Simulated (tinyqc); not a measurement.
Inside a calculation: two-band massive Dirac model of the K valleys. Values are carried at full precision from step to step, so a last printed digit may differ when a step is redone from the rounded ones.

Basis (conduction, valence): H = [[D/2, a t (tau kx - i ky)], [a t (tau kx + i ky), -D/2 + lam tau sz]], valley tau = +/-1, spin sz = +/-1. The gap of a spin and valley is G = D - lam tau sz. Berry curvature Omega = curl of i<u|grad u>; for the conduction band Omega_c = -tau 2 a^2 t^2 G/(G^2 + 4 a^2 t^2 k^2)^(3/2), and Omega_v = -Omega_c.

Constants: hbar^2/2m0 = 3.80998211 eV angstrom^2.

Parameters, chosen for this exercise (near those used for monolayer MoS2; shifted at random, so the results belong to these values and not to a real crystal):
- a = 3.196 angstrom (lattice constant)
- D = 1.55 eV (gap parameter)
- t = 1.15 eV (effective hopping)
- lam = 0.081 eV (half the valence spin splitting)
- tau = 1 (valley)
- sz = 1 (spin)
- k = (-0.029, 0.083) 1/angstrom (wave vector from the valley)
- h = 0.04 1/angstrom (side of the plaquette)

## Band edges of the four flavours

At k = 0: Ec = D/2, Ev = -D/2 + lam tau sz; mass m/m0 = c G/(a t)^2 for both bands, c = hbar^2/2m0; Omega_c(0) = -2 tau a^2 t^2/G^2.

Edges:
```
tau  sz  Ec (eV)  Ev (eV)  G (eV)  mass (m0)  Omega_c (angstrom^2)
1     1   0.7750  -0.6940  1.4690     0.4143               -12.520
1    -1   0.7750  -0.8560  1.6310     0.4600               -10.156
-1    1   0.7750  -0.8560  1.6310     0.4600                10.156
-1   -1   0.7750  -0.6940  1.4690     0.4143                12.520
```

The top of the valence band has spin up at tau = +1 and spin down at tau = -1: spin and valley are locked, with 162 meV between the two valence bands (A and B transitions at 1.469 and 1.631 eV, without exciton binding).

## H at one k

Fill in the matrix and diagonalise: E = lam tau sz/2 -/+ sqrt(G^2/4 + a^2 t^2 k^2).

H (eV), rows c, v and columns alike:
$$\begin{pmatrix}
0.7750 & -0.1066-0.3051i \\
-0.1066+0.3051i & -0.6940
\end{pmatrix}$$

levels (eV): [-0.7619, 0.8429]

cos(theta) = G/(E+ - E-) = 0.9153

## Curvature, orbital moment and circular dichroism

Omega_c from the formula; orbital moment of both bands m = -tau (a t)^2 G/(c (G^2 + 4 a^2 t^2 k^2)) in Bohr magnetons (charge -e), c = hbar^2/2m0; interband strengths |P+/-|^2 proportional to (1 +/- tau cos(theta))^2 for P+/- = Px +/- i Py, and eta = (|P+|^2 - |P-|^2)/(|P+|^2 + |P-|^2) = 2 tau cos(theta)/(1 + cos^2(theta)).

Omega_c = -9.601 angstrom^2
orbital moment = -2.022 muB
eta = 0.9961

All three change sign with the valley. The selection rule, exact at k = 0, still holds to 99.6 % here.

## The curvature from a plaquette

Corners counter-clockwise around k, from (-h/2, -h/2); upper eigenvector u with its first component real and positive; Omega = -(sum of arg <u_j|u_(j+1)>)/h^2.

Corners:
```
j       kx      ky      u_c                u_v  arg <u_j|u_j+1> (rad)
1  -0.0490  0.0630  0.98201  -0.11594+0.14906i              -0.014449
2  -0.0090  0.0630  0.98814  -0.02171+0.15199i              -0.001994
3  -0.0090  0.1030  0.97164  -0.02058+0.23557i               0.021266
4  -0.0490  0.1030  0.96656  -0.11016+0.23156i               0.010462
```

Omega_c from the plaquette = -9.553 angstrom^2

The formula at the centre gives -9.601; the plaquette averages over its area.

## Checks

- Curvature formula against a plaquette of side 1e-4: both -9.6013.
- Eta against the matrix elements of dH/dkx +/- i dH/dky: both 0.99610.

Computed by tinyqc, a small Python program: `OMP_NUM_THREADS=1 python tinyqc.py 1481938 1481939 out.jsonl` (the numbers bound the seed that draws the inputs); one thread of a shared host (Intel(R) Xeon(R) Processor @ 2.30GHz), about 0.01 s for the whole set of steps.
